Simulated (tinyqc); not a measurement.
# Front-illuminated p-i-n photodiode, quantum efficiency and bandwidth: what changes with what

Light enters through a p layer (0 to xp), a depleted layer (xp to xp + wi) and a thick n substrate, decaying as exp(-al x); one pass, no back reflection. Carriers made in the depleted layer are all collected; those in the neutral layers diffuse.

Values chosen for this exercise; values close to those of In0.53Ga0.47As at this wavelength:
```
symbol   value    unit                                         meaning
lam       1550      nm                                      wavelength
al        6980    1/cm                          absorption coefficient
Rf         0.3                           reflectance of the front face
eps_r     13.6                                   relative permittivity
xp        0.92      um                  thickness of the front p layer
wi         3.1      um                 thickness of the depleted layer
Dn          38  cm^2/s   electron diffusion coefficient in the p layer
Ln         6.6      um        electron diffusion length in the p layer
S         7000    cm/s     recombination velocity of the front surface
Lp          39      um  hole diffusion length in the thick n substrate
ve      7.11e6    cm/s                         electron drift velocity
vh      4.89e6    cm/s                             hole drift velocity
dia        100      um                                        diameter
RL          50     ohm                                 load resistance
Cp          40      fF                           parasitic capacitance
```

Constants: q = 1.602176634e-19 C, h = 6.62607015e-34 J s, c = 299792458 m/s, eps0 = 8.8541878128e-14 F/cm where lengths are in cm. Results are converted to the units shown.

Each table varies one quantity; the others keep the values above.

## Efficiency and bandwidth against the thickness of the depleted layer

k = al Ln, s = S Ln/Dn, e = exp(-al xp); front layer f1 = (k/(k^2 - 1)) {[s + k - e (s cosh(xp/Ln) + sinh(xp/Ln))]/[s sinh(xp/Ln) + cosh(xp/Ln)] - k e}; depleted layer f2 = e (1 - exp(-al wi)); substrate f3 = e exp(-al wi) al Lp/(1 + al Lp); external efficiency (1 - Rf)(f1 + f2 + f3); responsivity = efficiency q lam/(h c). Drift response for pairs made in the depleted layer, a = al wi, g = 1 - exp(-a), u = 2 pi i f, te = wi/ve, th = wi/vh: electrons He = [g - a (exp(-a) - exp(-u te))/(u te - a)]/(u te g), holes Hh = [g - a (1 - exp(-a - u th))/(a + u th)]/(u th g); C = eps0 eps_r pi (dia/2)^2/wi + Cp; total |He + Hh|/sqrt(1 + (2 pi f RL C)^2), for the current of the depleted layer alone. Limits are the frequencies at which each factor falls to 1/sqrt(2); inverse-square sum (f_transit^-2 + f_RC^-2)^(-1/2); the diffusion currents f1 and f3 are left out of the bandwidth.

Efficiency and bandwidth against the thickness of the depleted layer:

| wi (um) | f2 | f1 + f3 | responsivity (A/W) | transit limit (GHz) | RC limit (GHz) | 3 dB bandwidth (GHz) | inverse-square sum (GHz) | bandwidth x (1 - Rf) f2 (GHz) |
|---|---|---|---|---|---|---|---|---|
| 0.39 | 0.1254 | 0.8528 | 0.8561 | 81.39 | 1.291 | 1.291 | 1.291 | 0.1133 |
| 0.65 | 0.1919 | 0.7887 | 0.8581 | 49.41 | 2.129 | 2.126 | 2.127 | 0.2856 |
| 1.1 | 0.2820 | 0.7018 | 0.8609 | 29.76 | 3.538 | 3.503 | 3.513 | 0.6916 |
| 1.8 | 0.3764 | 0.6107 | 0.8638 | 18.65 | 5.630 | 5.312 | 5.389 | 1.399 |
| 3.1 | 0.4657 | 0.5246 | 0.8666 | 11.18 | 9.224 | 6.825 | 7.115 | 2.225 |
| 5.2 | 0.5122 | 0.4797 | 0.8680 | 6.771 | 14.35 | 5.966 | 6.123 | 2.139 |
| 8.8 | 0.5250 | 0.4674 | 0.8684 | 3.918 | 21.58 | 3.834 | 3.855 | 1.409 |
| 15 | 0.5261 | 0.4663 | 0.8685 | 2.205 | 30.89 | 2.197 | 2.199 | 0.8093 |
| 25 | 0.5262 | 0.4663 | 0.8685 | 1.287 | 40.90 | 1.286 | 1.286 | 0.4736 |

As wi goes from 0.39 to 25, the responsivity rises from 0.856 to 0.868 A/W and the bandwidth goes from 1.29 through a maximum of 6.83 (at wi = 3.1 among the rows listed) to 1.29 GHz. The RC limit is the lower one for wi = 0.39, 0.65, 1.1, 1.8, 3.1, the transit limit elsewhere. Adding inverse squares of the two limits is within 4.3 % of the full result. The product of bandwidth and fast efficiency goes from 0.113 through a maximum of 2.22 (at wi = 3.1 among the rows listed) to 0.474 GHz. In every row the diffusion currents exceed 0.3 of the drift current; their own response times, left out, may then shape the whole response.

## Efficiency and bandwidth against the absorption coefficient

Same model as above.

lam is held fixed while al varies.

The same in every row: RC limit (GHz) = 9.224.

Efficiency and bandwidth against the absorption coefficient:

| al (1/cm) | f2 | f1 + f3 | responsivity (A/W) | transit limit (GHz) | 3 dB bandwidth (GHz) | inverse-square sum (GHz) | bandwidth x (1 - Rf) f2 (GHz) |
|---|---|---|---|---|---|---|---|
| 30 | 0.009231 | 0.1062 | 0.1010 | 10.06 | 6.491 | 6.798 | 0.04195 |
| 90 | 0.02729 | 0.2587 | 0.2503 | 10.07 | 6.495 | 6.802 | 0.1241 |
| 300 | 0.08639 | 0.5047 | 0.5173 | 10.12 | 6.509 | 6.816 | 0.3936 |
| 900 | 0.2241 | 0.6203 | 0.7390 | 10.24 | 6.546 | 6.855 | 1.027 |
| 3000 | 0.4594 | 0.5133 | 0.8513 | 10.65 | 6.666 | 6.974 | 2.144 |
| 9000 | 0.4101 | 0.5800 | 0.8664 | 11.31 | 6.869 | 7.148 | 1.972 |
| 30000 | 0.06329 | 0.9182 | 0.8589 | 10.76 | 6.766 | 7.004 | 0.2997 |
| 90000 | 2.535e-4 | 0.9760 | 0.8543 | 10.25 | 6.625 | 6.857 | 0.001176 |
| 3e5 | 1.032e-12 | 0.9746 | 0.8529 | 10.17 | 6.600 | 6.832 | 4.766e-12 |

As al goes from 30 to 3e5, the responsivity goes from 0.101 through a maximum of 0.866 (at al = 9000 among the rows listed) to 0.853 A/W and the bandwidth goes from 6.49 through a maximum of 6.87 (at al = 9000 among the rows listed) to 6.60 GHz. The RC limit is the lower one in every row. Adding inverse squares of the two limits is within 4.7 % of the full result. Strong absorption puts the pairs into the front layer, where they must diffuse against surface loss; weak absorption lets light pass beyond a diffusion length of the junction. In every row the diffusion currents exceed 0.3 of the drift current; their own response times, left out, may then shape the whole response.

tinyqc, about 0.01 s, one thread, Intel Xeon 2.30GHz (shared host): `OMP_NUM_THREADS=1 python tinyqc.py 2250121 2250122 out.jsonl`
